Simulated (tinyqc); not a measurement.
Lattice vibrations of a chain, step by step. One step of it, computed by the program tinyqc.

Question. Dynamical matrix at q = 0.16. q is in units of 2 pi/a. A spring k from atom i to atom j, n cells on, adds k to Phi_ii and Phi_jj, -k exp(2 pi i q n) to Phi_ij and the conjugate to Phi_ji (for one atom a cell: 2k (1 - cos 2 pi q n)); D_ij = Phi_ij / sqrt(m_i m_j).

A chain moving along its axis:
```
atom   mass (u)  spring to the next atom (eV/angstrom^2)
1     56.600000                                16.700000
2      5.200000                                10.300000
3      3.600000                                 9.200000
```

Give: D(q).

Answer.

D(q) (eV/(angstrom^2 u)):
```
               1       2              3
1          0.458  -0.973  -0.345+0.544i
2         -0.973   5.192         -2.381
3  -0.345-0.544i  -2.381          5.417
```
